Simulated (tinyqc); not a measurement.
Chemical-mechanical planarisation: Preston law, pattern density and step-height reduction: one step, computed by the program tinyqc. Command: `OMP_NUM_THREADS=1 python tinyqc.py 3003798 3003799 out.jsonl cmp walk`. One thread of a shared host (Intel(R) Xeon(R) Processor @ 2.30GHz), about 0.01 s of CPU time with the checks.

A row of 10 cells, repeated periodically, holds raised features that cover a share rho of each cell.

Problem. Effective density. The stiff pad averages the density: rho_eff(i) = sum_j w_ij rho_j / sum_j w_ij, w = exp(-2 d^2/L^2), L the planarisation length and d the distance between cell centres, summed over all periodic images of cell j.

Inputs (values chosen for the exercise, close to those used for oxide polishing): cell size = 2.4 mm; planarisation length = 5.4 mm.

local pattern densities, cell by cell: 0.4  0.5  0.5  0.7  0.6  0.4  0.25  0.9  0.2  0.9

Give: normalised weights (images included) for cells 0, 1, 2, ... apart; effective densities.

Solution.

normalised weights (images included) for cells 0, 1, 2, ... apart: 0.35462  0.23888  0.07302  0.01013  0.00064  0.00004

effective densities: 0.54416  0.51808  0.55048  0.58446  0.54491  0.46973  0.47442  0.53250  0.55822  0.57304

Local densities span 0.2 to 0.9, effective ones 0.470 to 0.584.
